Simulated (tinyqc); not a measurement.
## Band bending at a free surface with one surface level, surface photovoltage and Kelvin probe: photovoltage against injection

n-type bulk, xi = Ec - EF = Vt ln(Nc/Nd), p0 = ni^2/Nd, ni = sqrt(Nc Nv) exp(-Eg/(2 Vt)), Eg in volts. b is the upward band bending, u = b/Vt. Space charge per area, in units of q: Qc = sign(b) sqrt((2 eps0 eps_r Vt/q) [(Nd + dn)(exp(-u) - 1) + Nd u + (p0 + dn)(exp(u) - 1)]), with dn the excess density under light (flat quasi-Fermi levels; 0 in the dark). The level holds -Ns f, f = 1/(1 + exp((xi + b - Es)/Vt)). Neutrality: Qc + Qf + (charge of the states) = 0.

Under chopped light the surface charge keeps its dark value, so b falls to bL with Qc(bL, dn) = Qc(b, 0); the photovoltage is b - bL.

Inputs (values chosen for the exercise); band and dielectric values close to those of silicon: temperature T = 350 K; band gap Eg = 1.1 eV; relative permittivity eps_r = 11.6; conduction-band density of states at T Nc = 3.58e19 cm^-3; valence-band density of states at T Nv = 3.3e19 cm^-3; donor density Nd = 9.8e16 cm^-3; fixed positive charge at the surface Qf = 0 cm^-2; density of an acceptor-like surface level Ns = 4.4e11 cm^-2; its depth below the conduction edge Es = 0.41 eV.

Constants: q = 1.602176634e-19 C, kB = 1.380649e-23 J/K, Vt = kB T/q, eps0 = 8.8541878128e-14 F/cm where lengths are in cm. Results are converted to the units shown.

Photovoltage against injection:
```
dn (cm^-3)    bL (V)  photovoltage (mV)  share of b removed (%)
1.2e8        0.15958          7.2943e-6               4.5711e-6
2.1e9        0.15958          1.2765e-4               7.9994e-5
3.5e10       0.15957          0.0021274               0.0013331
6.1e11       0.15954           0.037034                0.023208
1.1e13       0.15892            0.65419                 0.40996
1.8e14       0.15128             8.2914                  5.1959
3.1e15       0.11613             43.448                  27.228
5.4e16      0.061037             98.539                  61.751
9.4e17      0.019444             140.13                  87.815
```

What does the comparison show?

The photovoltage rises from 7.29e-6 to 140 mV, towards the full b = 160 mV. Its steepest rise is 44.4 mV a decade (Vt ln 10 = 69.4 mV), and it reaches 87.8 % of b in the last row: even strong light does not flatten the bands fully, so a saturation reading understates b. For dn = 9.4e17 the injection is high, and a Dember voltage, left out here, adds to the signal.

Program tinyqc, `OMP_NUM_THREADS=1 python tinyqc.py 2430029 2430030 out.jsonl`; Intel Xeon 2.30GHz, shared host, one thread, about 0.01 s.
